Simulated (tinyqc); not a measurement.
What each parameter does: Landau levels of a non-parabolic (Kane) conduction band at kz = 0.

Three-level Kane model: E = (N + 1/2) 2 muB B/m(E) + s g(E) muB B, s = +/-1/2, with 1/m(E) = 1 + (Ep/3)(2/(E + Eg) + 1/(E + Eg + Dso)) and g(E) = 2 - (2 Ep/3)(1/(E + Eg) - 1/(E + Eg + Dso)); E from the band edge, solved self-consistently; remote bands are left out, and so is the confinement energy of a real sheet, which raises m and lowers |g|.

In a field B along z: l = 1/sqrt((e/hbar) B) is the magnetic length, n_B = B/(h/e) the number of states per area in one level, hbar wc = 2 muB B/m for mass m in m0; 1/angstrom^2 = 1e16/cm^2.

Each listed level takes n_B electrons. At zero temperature and without broadening EF sits in the partly filled level.

Constants: e/hbar = 1.519267448e-05 1/(T angstrom^2); h/e = 413566.7697 T angstrom^2; muB = 5.788381798e-05 eV/T.

Parameters, chosen for this exercise (near those of InAs; not measured data):

| symbol | value | unit | meaning |
|---|---|---|---|
| Eg | 0.407 | eV | gap |
| Dso | 0.373 | eV | spin-orbit splitting |
| Ep | 20.7 | eV | Kane energy |
| B | 12.6 | T | magnetic field |
| n | 4.7 | x 1e11/cm^2 | electron sheet density |

The second and third levels from below, nu = n/n_B, and EF.

Results for these values:

| case | second level (meV) | third level (meV) | nu | EF (meV) |
|---|---|---|---|---|
| base | 34.22 | 78.23 | 1.54 | 34.22 |

What happens to each result for Eg = 0.488 eV, all else kept?

Answer: second level falls from 34.22 to 29.19; third level falls from 78.23 to 69.67; nu does not change at the printed digits; EF falls from 34.22 to 29.19.

The same for each parameter in turn:

| case | second level (meV) | third level (meV) | nu | EF (meV) |
|---|---|---|---|---|
| base | 34.22 | 78.23 | 1.54 | 34.22 |
| B = 10.7 T | 29.38 | 67.66 | 1.82 | 29.38 |
| Eg = 0.488 eV | 29.19 | 69.67 | 1.54 | 29.19 |
| Dso = 0.317 eV | 34.22 | 79.67 | 1.54 | 34.22 |
| Ep = 24.8 eV | 40.43 | 91.12 | 1.54 | 40.43 |
| n = 5.64 x 1e11/cm^2 | 34.22 | 78.23 | 1.85 | 34.22 |

tinyqc: `OMP_NUM_THREADS=1 python tinyqc.py 1251912 1251913 out.jsonl`; about 0.06 s, one thread, shared Intel(R) Xeon(R) Processor @ 2.30GHz.
